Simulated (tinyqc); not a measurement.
Slope factor and drain-induced lowering from three currents.

Question. With source and body at 0 V, I = A exp((Vg + dd Vd)/(nf Vt)) (1 - exp(-Vd/Vt)). Find nf, the swing nf Vt ln 10 and dd.

Inputs (values chosen for the exercise):
- T = 358 K (temperature)

Constants: q = 1.602176634e-19 C, kB = 1.380649e-23 J/K, Vt = kB T/q. Results are converted to the units shown.

currents at (Vg, Vd) = (0, 0.05), (0, 1.1) and (0.11, 1.1) V (nA/um): 0.15983631  3.7465499  81.016907

Solution. The pair at equal Vd gives nf; the pair at equal Vg, after dividing out the factors 1 - exp(-Vd/Vt), gives dd.

nf = 1.16
swing = 82.4 mV/decade
dd = 0.100

Computed by the program tinyqc: `OMP_NUM_THREADS=1 python tinyqc.py 2242069 2242070 out.jsonl`, one thread of a shared Intel Xeon 2.30GHz, about 0.04 s for the whole run.
